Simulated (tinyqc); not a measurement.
# Lossy on-chip transmission line with skin effect: what changes with what

A uniform line in a homogeneous dielectric: c = sqrt(er)/(c0 Z0), l = Z0 sqrt(er)/c0 (c0 = 299792458 m/s), g = w c td, w = 2 pi f. The resistance joins its limits as r = sqrt(r_dc^2 + r_hf^2), with r_dc = rho/(wd th), r_hf = kr rho/(2 delta (wd + th)), delta = sqrt(rho/(pi f mu0)), mu0 = 4 pi 1e-7 H/m; this is an interpolation, and internal inductance, up to 0.05 nH/mm at low frequency, is neglected.

Inputs (values chosen for the exercise): width of the strip wd = 2.1 um; thickness of the strip th = 0.63 um; resistivity rho = 2.2 uohm cm; relative permittivity er = 3; loss tangent td = 0; lossless impedance sqrt(l/c) Z0 = 50 ohm; factor for crowding and the return path kr = 1.5; length len = 0.91 mm; source resistance Rg = 10 ohm; load resistance RL = 1000 ohm; load capacitance CL = 300 fF; frequency f = 0.33 GHz.

Each table varies one quantity; the others keep the values above.

## Line properties against frequency

gamma = sqrt((r + i w l)(g + i w c)) = alpha + i beta, Zc = sqrt((r + i w l)/(g + i w c)), roots with positive real part; loss 8.685889638 alpha in dB; phase velocity w/beta. ZL = 1/(1/RL + i w CL); reflection (ZL - Zc)/(ZL + Zc); Zin = Zc (ZL + Zc tanh(gamma len))/(Zc + ZL tanh(gamma len)); H = V_load/V_source = [Zin/(Zin + Rg)]/[cosh(gamma len) + (Zc/ZL) sinh(gamma len)].

Line properties against frequency:

| f (GHz) | r (ohm/mm) | r/(w l) | loss (dB/mm) | \|Zc\| (ohm) | phase velocity over c0 | length in wavelengths | \|H\| (dB) |
|---|---|---|---|---|---|---|---|
| 0.01 | 16.631 | 916.27 | 0.067452 | 1513.5 | 0.026959 | 0.0011259 | -0.21561 |
| 0.03 | 16.635 | 305.50 | 0.11672 | 873.93 | 0.046638 | 0.0019525 | -0.21563 |
| 0.09 | 16.647 | 101.90 | 0.20157 | 504.75 | 0.080487 | 0.0033942 | -0.21560 |
| 0.3 | 16.688 | 30.647 | 0.36429 | 276.87 | 0.14510 | 0.0062758 | -0.21451 |
| 0.8 | 16.786 | 11.560 | 0.58080 | 170.32 | 0.22999 | 0.010558 | -0.20590 |
| 2 | 17.019 | 4.6882 | 0.86851 | 109.47 | 0.33922 | 0.017897 | -0.15159 |
| 7 | 17.956 | 1.4132 | 1.3346 | 65.788 | 0.49405 | 0.043008 | 0.48455 |
| 20 | 20.190 | 0.55617 | 1.6936 | 53.485 | 0.55759 | 0.10888 | -1.8198 |
| 60 | 25.881 | 0.23765 | 2.2325 | 50.691 | 0.57337 | 0.31764 | -15.715 |

r equals w l at 10.2 GHz: below it |Zc| and the delay grow as in an RC line, above it |Zc| tends to Z0 = 50 ohm and the velocity to 1/sqrt(er) = 0.577 c0. The loss goes as f^(0.50) between the first two rows and f^(0.25) between the last two. |H| is -0.216 dB in the first row and -15.7 dB in the last; between rows it can pass through resonances that the table doesn't show.

## Effect of the width of the strip

Same model as above.

Z0 is held fixed by scaling the dielectric height.

Effect of the width of the strip:

| wd (um) | r (ohm/mm) | r/(w l) | loss (dB/mm) | \|Zc\| (ohm) | phase velocity over c0 | length in wavelengths | \|H\| (dB) |
|---|---|---|---|---|---|---|---|
| 0.53 | 65.979 | 110.15 | 0.76871 | 524.78 | 0.077443 | 0.012935 | -0.59432 |
| 0.83 | 42.163 | 70.392 | 0.61293 | 419.52 | 0.096629 | 0.010366 | -0.41185 |
| 1.3 | 26.942 | 44.981 | 0.48800 | 335.38 | 0.12040 | 0.0083200 | -0.29406 |
| 2 | 17.527 | 29.262 | 0.39126 | 270.55 | 0.14838 | 0.0067507 | -0.22074 |
| 3.2 | 10.963 | 18.303 | 0.30629 | 214.07 | 0.18571 | 0.0053939 | -0.16942 |
| 5.1 | 6.8829 | 11.491 | 0.23881 | 169.81 | 0.23062 | 0.0043435 | -0.13743 |
| 8 | 4.3898 | 7.3289 | 0.18609 | 135.99 | 0.28177 | 0.0035550 | -0.11786 |
| 13 | 2.7023 | 4.5116 | 0.14001 | 107.48 | 0.34438 | 0.0029086 | -0.10460 |

What does the table show?

As wd goes from 0.53 to 13, the loss falls from 0.769 to 0.140 dB/mm, |Zc| falls from 525 to 107 ohm and |H| goes from -0.594 to -0.105 dB, with its highest value among the rows, -0.105 dB, at wd = 13.

Computed by the program tinyqc: `OMP_NUM_THREADS=1 python tinyqc.py 2810226 2810227 out.jsonl`, one thread of a shared Intel Xeon 2.30GHz, about 0.01 s for the whole run.
